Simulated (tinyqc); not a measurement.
Which coupling does what: hole subbands of a hard-walled well, four-band Luttinger model.

Hole energies are counted downwards from the unstrained band edge, c = hbar^2/2m0. After the usual block transformation one block is H = [[P + Q - Zs, R - i S], [R + i S, P - Q + Zs]] in (heavy, light), with P +/- Q = c [(g1 +/- g2) k^2 + (g1 -/+ 2 g2) kz^2], R = sqrt(3) c gR k^2, S = 2 sqrt(3) c g3 k kz, kz = -i d/dz; axial approximation gR = (g2 + g3)/2. Zs = b (e_par - e_perp) is the shear part of the strain (the hydrostatic part shifts all levels alike and is left out). Basis sqrt(2/L) sin(n pi z/L), n = 1 to N, for each component: kz^2 gives (n pi/L)^2 and the heavy-light block is R delta_nm - 2 sqrt(3) c g3 k D_nm with D_nm = 4 n m/(L (n^2 - m^2)) for n + m odd, 0 otherwise. The other block has the same levels. The split-off band is left out, a severe simplification for a spin-orbit splitting near 0.11 eV.

Constants: hbar^2/2m0 = 3.80998211 eV angstrom^2.

Inputs chosen for the exercise (near those of InP; shifted at random, so the results belong to these values and not to a real crystal):
- g1 = 5.12 (Luttinger gamma1)
- g2 = 1.61 (gamma2)
- g3 = 2.12 (gamma3)
- L = 145 angstrom (well width along [001])
- k = 0.027 1/angstrom (wave vector in the plane)

shear strain energy Zs = 0.020222 eV

N = 20, at the given k. Diagonal: R = S = 0. Along [100] and [110] gR is g2 and g3 instead of their mean.

Cases:
```
model
diagonal
R alone
S alone
axial
[100]
[110]
```

Rank the cases by E1, lowest first.

Answer: [110], axial, [100], S alone, R alone, diagonal.

Hole energies (meV):
```
model        E1     E2     E3     E4
diagonal   1.87  12.06  29.05  44.89
R alone    0.07  11.04  28.46  46.68
S alone   -0.97   3.04  15.80  33.87
axial     -2.76   2.35  15.35  33.96
[100]     -2.32   2.54  15.47  33.94
[110]     -3.25   2.13  15.22  33.97
```

The couplings move E1 by -4.63 meV: R alone by -1.80, S alone by -2.84, so S matters more at k L/pi = 1.25 (R grows as k^2 and joins equal n, S as k and joins n of opposite parity). Warping spreads E1 by 0.93 meV between [100] and [110], the hole being heavier along [110]; the axial value lies between them.

tinyqc: `OMP_NUM_THREADS=1 python tinyqc.py 1281958 1281959 out.jsonl`; about 0.09 s, one thread, shared Intel(R) Xeon(R) Processor @ 2.30GHz.
